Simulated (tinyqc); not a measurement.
Model-solid line-up of a strained alloy layer on a substrate: one step. Offsets against the substrate material. Three cases, with inputs chosen for the exercise.

Question. Give also the smallest gap across the interface, min Ec - max Ev.

dEc = Ec(substrate) - Ec(layer), dEv = Ev(layer) - Ev(substrate); positive values confine the carrier in the layer. Type I: both of one sign; type II: opposite signs; type III: the gaps do not overlap.

Case 1.

Values chosen (out of a larger set: A near GaP, B near InP, substrate near Ge; not measured data): Eg_s = 0.752 eV (lowest gap of the substrate); Ev_s = -0.35 eV (substrate valence edge).

Ec and the three valence edges from the top (eV): 0.792685  -0.877858  -0.941345  -1.308906

Case 2.

Values chosen (out of a larger set: A near InAs, B near InSb, substrate near GaSb; not measured data): Eg_s = 0.804 eV (lowest gap of the substrate); Ev_s = -0.03 eV (substrate valence edge).

Ec and the three valence edges from the top (eV): 0.160966  -0.054458  -0.235559  -0.838581

Case 3.

Values chosen (out of a larger set: A near GaP, B near InP, substrate near GaAs; not measured data): Eg_s = 1.534 eV (lowest gap of the substrate); Ev_s = -0.81 eV (substrate valence edge).

Ec and the three valence edges from the top (eV): 0.850530  -1.073150  -1.110502  -1.214191

Give: dEc; dEv; type; smallest gap.

Answer.

Case 1.

dEc = -0.3907 eV
dEv = -0.5279 eV

type: I

smallest gap = 0.7520 eV

Both carriers collect in the substrate material; the conduction band takes 43 % of the gap difference. Where the alloy is indirect its X or L edge, left out, lies lower and changes dEc.

Case 2.

dEc = 0.6130 eV
dEv = -0.0245 eV

type: II

smallest gap = 0.1910 eV

Electrons collect in the layer and holes in the substrate material. An offset this small is within the spread of parameter sets, so the type is not settled by this model.

Case 3.

dEc = -0.1265 eV
dEv = -0.2631 eV

type: I

smallest gap = 1.5340 eV

Both carriers collect in the substrate material; the conduction band takes 32 % of the gap difference. Where the alloy is indirect its X or L edge, left out, lies lower and changes dEc.

Computed by tinyqc, one run a case: `OMP_NUM_THREADS=1 python tinyqc.py N N+1 out.jsonl` with N = 1080487, 1080526, 1080738; one thread of a shared Intel(R) Xeon(R) Processor @ 2.30GHz, about 0.02 s a run at most.
